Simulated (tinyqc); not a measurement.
What each parameter does: tight-binding t2g bands of a cubic perovskite.

Orbitals yz, zx, xy (X, Y, Z below) times spin. E_xy = Dt + 2t (2 - cos x - cos y) + 2 td (1 - cos z) + 4 t2 (1 - cos x cos y) with x = kx a and so on; yz and zx follow by cyclic change, without Dt. Spin-orbit term -(Dso/3) L.sigma + Dso/3 with (L_k)_ij = -i epsilon_kij in X, Y, Z: for Dt = 0 the quartet lies at 0 and the doublet at Dso.

Inputs chosen for the exercise (of the size met in SrTiO3 and KTaO3; not measured data): t = 0.395 eV (strong hopping); td = 0.032 eV (weak hopping); t2 = 0 eV (diagonal hopping in the plane of the orbital); Dso = 0.339 eV (spin-orbit splitting at Gamma); Dt = -0.275 eV (shift of xy (tetragonal field or confinement)); k = (0.05, 0.04, 0.04) 2 pi/a (wave vector).

The three pairs at k.

One parameter was then changed.

Results before and after:
```
case     pair 1 (eV)  pair 2 (eV)  pair 3 (eV)
base         -0.1546       0.0590       0.3433
changed      -0.1536       0.0603       0.3446
```

Which of these changes was made? (a) Dso = 0.4407 eV; (b) t2 = 0.02 eV; (c) t = 0.4345 eV; (d) Dt = -0.305 eV; (e) td = 0.048 eV.

Answer: (e) td = 0.048 eV. Of the candidates, run in turn, only this one gives the changed row.

All candidates:
```
case             pair 1 (eV)  pair 2 (eV)  pair 3 (eV)
base                 -0.1546       0.0590       0.3433
t = 0.4345 eV        -0.1483       0.0647       0.3491
td = 0.048 eV        -0.1536       0.0603       0.3446
t2 = 0.02 eV         -0.1484       0.0646       0.3491
Dso = 0.4407 eV      -0.1487       0.0591       0.4391
Dt = -0.305 eV       -0.1813       0.0590       0.3400
```

(tinyqc, `OMP_NUM_THREADS=1 python tinyqc.py 1481331 1481332 out.jsonl`, Intel(R) Xeon(R) Processor @ 2.30GHz, 1 thread, shared host, about 0.01 s.)
